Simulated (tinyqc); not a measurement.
Inside a calculation. Model: frequency dispersion of an accumulation capacitance by border traps, distributed model.

Numbers from tinyqc (`OMP_NUM_THREADS=1 python tinyqc.py 2202070 2202071 out.jsonl`; about 0.5 s on one thread of a shared Intel Xeon 2.30GHz). Printed values are rounded.

Traps spread evenly through the insulator exchange electrons with the semiconductor by tunnelling, with tau(x) = t0 exp(2 ka x) at depth x from the interface. The admittance per area Y seen at depth x obeys dY/dx = -Y^2/(i w eps0 eox) + q Nb ln(1 + i w tau)/tau, with Y(0) = i w Cs and w = 2 pi f; the gate sees Y(tox) = G + i w C. Working variable y = Y/(i w), in uF/cm^2. Cox = eps0 eox/tox.

Values chosen for this exercise; permittivity close to that of zirconium oxide: relative permittivity of the insulator eox = 22.1; insulator thickness tox = 9.5 nm; semiconductor capacitance in accumulation Cs = 4.5 uF/cm^2; density of border traps Nb = 5.1e18 cm^-3 eV^-1; decay constant of the wave function in the insulator ka = 4.1 1/nm; time constant of a trap at the interface t0 = 2e-10 s; frequency f = 1000 Hz; depth down to which the steps are taken xe = 2.3 nm.

Constants: q = 1.602176634e-19 C, eps0 = 8.8541878128e-14 F/cm where lengths are in cm. Results are converted to the units shown.

## Scales and lumped estimate

Cox; trap-free value 1/(1/Cox + 1/Cs); response depth d = ln(1/(w t0))/(2 ka), where w tau = 1; lumped estimate: all traps within d act as C_bt = q Nb d placed at d/2, so C = 1/{1/[1/(1/Cs + d/(2 eps0 eox)) + C_bt] + (tox - d/2)/(eps0 eox)}.

Cox = 2.05976 uF/cm^2
trap-free C = 1.41300 uF/cm^2
d = 1.65696 nm
C_bt = 0.135392 uF/cm^2
lumped C = 1.43150 uF/cm^2

The traps within reach amount to 0.0301 Cs and lie in the first 17.4 % of the insulator.

## Midpoint steps through the active depth

In terms of y: dy/dx = -y^2/(eps0 eox) + s(x), s = q Nb ln(1 + z)/z, z = i w tau. 10 midpoint steps of h = xe/10: y_half = y + (h/2) y'(x, y), y(new) = y + h y'(x + h/2, y_half).

```
point  x (nm)      s (uF/(cm^2 nm))       y (uF/cm^2)
0           0  0.0817110-0.0000001i  4.50000+0.00000i
1        0.23  0.0817110-0.0000003i  4.29223+0.00000i
2        0.46  0.0817110-0.0000022i  4.10434+0.00000i
3        0.69  0.0817110-0.0000147i  3.93368+0.00000i
4        0.92  0.0817109-0.0000970i  3.77805-0.00001i
5        1.15  0.0817043-0.0006394i  3.63562-0.00007i
6        1.38  0.0814228-0.0041941i  3.50483-0.00043i
7        1.61  0.0717493-0.0228447i  3.38394-0.00277i
8        1.84  0.0246172-0.0277815i  3.26531-0.00988i
9        2.07  0.0042465-0.0093591i  3.14696-0.01292i
10        2.3  0.0006561-0.0022097i  3.03517-0.01301i
```

## Capacitance and conductance at the gate

y at xe = 3.03517-0.01301i uF/cm^2

Beyond xe the traps are ignored, so 1/y(tox) = 1/y(xe) + (tox - xe)/(eps0 eox); C = Re y, G/w = -Im y, loss tangent G/(w C).

y at the gate = 1.43386-0.00290i uF/cm^2
C = 1.43386 uF/cm^2
G/w = 0.00290254 uF/cm^2
loss tangent = 0.00202429

A fine integration over the whole insulator gives C = 1.4336 and G/w = 0.002957 uF/cm^2; the coarse G/w is 1.9 % below that. The fine C is 1.5 % above the trap-free value, and the lumped estimate is 0.15 % below the fine result.
